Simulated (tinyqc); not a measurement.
## Energy and delay of logic against supply voltage: optimum supplies against the threshold voltage at zero drain bias

One expression serves below and above threshold: I(Vg) = Ik [ln(1 + exp((Vg - VT + dd V)/(al nf Vt)))]^al, with I_on = I(V) and I_off = I(0). Gate delay td = kd C V/I_on, clock period LD td. Per gate and cycle the switching energy is act C V^2 and the leakage energy I_off V LD td. No short-circuit current, no variation. Minima are sought above 0.09 V; below a few Vt gates no longer switch and the model has no meaning.

V_min minimises the energy and V_EDP the product of energy and td.

Parameters, values chosen for the exercise; values of the order met in logic technologies:
```
symbol,value,unit,meaning
T,330,K,temperature
nf,1.1,,slope factor
dd,0.11,,barrier lowering per volt of supply
Ik,0.82,uA,specific current of a gate
al,1.86,,exponent of the current law
C,0.45,fF,load capacitance of a gate
kd,0.6,,delay factor
LD,30,,logic depth
act,0.2,,activity factor
```

Constants: q = 1.602176634e-19 C, kB = 1.380649e-23 J/K, Vt = kB T/q. Results are converted to the units shown.

Optimum supplies against the threshold voltage at zero drain bias:
```
VT (V)  V_min (V)  energy at V_min (aJ)  leakage share (%)  clock at V_min (MHz)  V_EDP (V)  clock at V_EDP (GHz)
0.15       0.1408                 5.201              65.69                 419.7     0.3906                 4.947
0.2        0.1488                 4.253              53.14                 146.5     0.4813                 5.440
0.25       0.1508                 3.839              46.66                 39.03     0.5936                 6.413
0.3        0.1515                 3.662              43.59                 9.002     0.7112                 7.477
0.35       0.1517                 3.586              42.22                 1.931     0.8297                 8.535
0.4        0.1518                 3.554              41.63                0.4008     0.9483                 9.574
0.45       0.1519                 3.541              41.37               0.08195      1.067                 10.60
0.5        0.1519                 3.535              41.26               0.01665      1.185                 11.60
0.55       0.1519                 3.533              41.22              0.003373      1.304                 12.59
```

As VT goes from 0.15 to 0.55, V_min rises from 0.141 to 0.152 V, the energy there falls from 5.20 to 3.53 aJ, the clock there falls from 420 to 0.00337 MHz and V_EDP rises from 0.391 to 1.30 V. V_min lies below VT for VT = 0.15, 0.2, 0.25, 0.3, 0.35, 0.4, 0.45, 0.5, 0.55 V. As VT grows, I_on too becomes a subthreshold current, VT cancels more and more from the energy, and it mainly sets the clock.

Numbers from tinyqc (`OMP_NUM_THREADS=1 python tinyqc.py 2082203 2082204 out.jsonl`; about 0.01 s on one thread of a shared Intel Xeon 2.30GHz).
